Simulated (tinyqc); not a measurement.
Temperatures in a stack of 3 dies with leakage feedback: one step of the calculation.

One-dimensional heat flow to a sink below die 0. The power of each die is released in a plane at its top; from the plane of die j > 0 heat crosses its silicon (ts), a bond layer and the wiring of die j - 1; from die 0 it crosses t0, paste and sink. Copper shares the path through bond and wiring in parallel: k_eff = fm km + (1 - fm) k. Silicon is taken at the temperature of the plane above it. Leakage is P_l exp((T - 350 K)/Tl).

Task. Resistances per area at 300 K. R = thickness/conductivity for each layer.

Parameters, values chosen for the exercise; conductivities of the order met in silicon, wiring layers, bonds and pastes: conductivity of silicon at 300 K k0 = 148 W/(m K); thickness of a thinned die ts = 50 um; thickness of the die next to the sink t0 = 300 um; thickness of the wiring layers tb = 14 um; conductivity of the wiring layers kb = 2.5 W/(m K); thickness of a bond layer tg = 30 um; conductivity of the bond dielectric kg = 0.7 W/(m K); area share of copper through bond and wiring fm = 0.2; conductivity of copper km = 390 W/(m K); paste and lid Rt = 0.13 K cm^2/W; heat sink Rs = 1.13 K cm^2/W.

Find: thick die; thinned die; k_eff of the bond; k_eff of the wiring; bond plus wiring; paste plus sink.

Result.

thick die = 0.02027 K cm^2/W
thinned die = 0.003378 K cm^2/W
k_eff of the bond = 78.56 W/(m K)
k_eff of the wiring = 80.00 W/(m K)
bond plus wiring = 0.005569 K cm^2/W
paste plus sink = 1.260 K cm^2/W

tinyqc, about 0.02 s, one thread, Intel Xeon 2.30GHz (shared host): `OMP_NUM_THREADS=1 python tinyqc.py 2162216 2162217 out.jsonl`
